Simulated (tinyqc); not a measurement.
# Domain walls in a thin film with perpendicular anisotropy: Bloch, Neel and chiral walls, motion and stripe domains, step by step

A worked calculation. Computed by tinyqc, a small Python program that keeps every step. Command: `OMP_NUM_THREADS=1 python tinyqc.py 3016368 3016369 out.jsonl mwall walk`. One thread of a shared host (Intel(R) Xeon(R) Processor @ 2.30GHz), about 0.01 s of CPU time with the checks. Intermediate numbers are printed to about 6 digits and carried at full precision; extremes and crossings named in words are read from the listed rows.

One-dimensional wall: polar angle theta(x), azimuth phi of the moment in the wall (phi = 0 Neel, 90 degrees Bloch). mu_0 = 1.25663706212e-6 T m/A, gamma = 1.76085963023e11 rad/(s T).

Inputs (values chosen for the exercise, for a model film):
```
quantity                      value    unit
saturation magnetisation M_s   1040    kA/m
exchange stiffness A             18    pJ/m
uniaxial anisotropy K_u         742  kJ/m^3
DMI constant D                 0.11  mJ/m^2
thickness t                    0.88      nm
damping alpha                  0.18       -
field mu_0 H_z                   25      mT
```

Drive: magnetic field.

## Width and energy of the Bloch wall

K_eff = K_u - mu_0 M_s^2/2; Delta = sqrt(A/K_eff); sigma_0 = 4 sqrt(A K_eff); profile theta = 2 arctan exp(x/Delta); quality factor Q = 2 K_u/(mu_0 M_s^2).

K_eff = 62.4107 kJ/m^3

width parameter Delta = 16.9827 nm

sigma_0 = 4.23961 mJ/m^2

quality factor Q = 1.09184

## Bloch or Neel

sigma(phi) = sigma_0 + 2 Delta K_D cos^2(phi) - pi D cos(phi), with the wall shape anisotropy K_D = N_x mu_0 M_s^2/2, N_x = t ln 2/(pi Delta). The minimum has cos(phi) = D/D_N for D < D_N = 4 Delta K_D/pi and phi = 0 beyond; sigma turns negative at D_c = (sigma_0 + 2 Delta K_D)/pi.

K_D = 7.76959 kJ/m^3

D_N = 0.168002 mJ/m^2

azimuth phi = 49.0990 degrees

wall energy sigma = 4.12647 mJ/m^2

D_c = 1.43351 mJ/m^2

A mixed wall, between Bloch and Neel. D is 0.08 of D_c.

## Walker breakdown

Field drive: steady motion v = gamma Delta B/alpha needs B = (alpha/2) [2 B_D sin(phi) - B_K sin(2 phi)] in size, B_K = 2 K_D/M_s, B_D = pi D/(2 M_s Delta), with phi moving from its rest value; the Walker field B_W is the largest value of |B_D sin(phi) - (B_K/2) sin(2 phi)| times alpha, reached at cos(phi) = [d - sqrt(d^2 + 8)]/4, d = B_D/B_K. Far above B_W/alpha, v = gamma Delta B alpha/(1 + alpha^2); this is used for all B above B_W.

B_K = 14.9415 mT

B_D = 9.78301 mT

Walker field B_W = 2.70674 mT

velocity at B_W = 44.9683 m/s

velocity at B = 13.0346 m/s

B is above B_W: the wall moment precesses, and the far-field formula is used. Without D, B_W would be alpha B_K/2 = 1.34 mT, so D raises it 2.0 times. Caution: below about 3 B_W/alpha the mean velocity lies above the far-field formula, by a factor of roughly 1 + (B_W/(alpha B))^2/2.

## Stripe domains

Dipolar length l = sigma/(mu_0 M_s^2); for t much smaller than the period the domain width is w = 0.955 t exp(pi l/t) (Kaplan and Gehring), given as log10 of w in nm.

dipolar length l = 3.03601 nm

log10 of the domain width in nm = 4.63159

Equilibrium domains are about 43000 nm wide.

## Raising D

The formulas are those given above.

Wall against D; the last column is the Kaplan-Gehring width, log10[0.955 t exp(pi sigma/(mu_0 M_s^2 t))/nm], with a dash where it falls below 10 Delta and the formula fails:
```
D (mJ/m^2)  phi (degrees)  sigma (mJ/m^2)  sigma/sigma_0  log10 domain width
0.034             78.3239         4.22880       0.997451             4.74832
0.084             60.0004         4.17364       0.984439             4.68539
0.130             39.3037         4.08160       0.962729             4.58040
0.290              0.0000         3.59244       0.847353             4.02242
0.570              0.0000         2.71280       0.639870             3.01900
0.860              0.0000         1.80174       0.424977                   -
1.100              0.0000         1.04775       0.247134                   -
1.300              0.0000         0.41943       0.098932                   -
```

D_N is 12 % of D_c, so a small D fixes the chirality long before it lowers the energy much. Beyond D_N sigma falls by pi per unit of D, and the domain width, which has sigma in an exponent, drops by 1.7 decades over the valid rows (values above 6 mean a single domain in any device).

Checks made by the program: sigma_0 against the integral over the profile (relative difference below 1e-10); B_W against a scan of phi (relative difference below 1e-10).
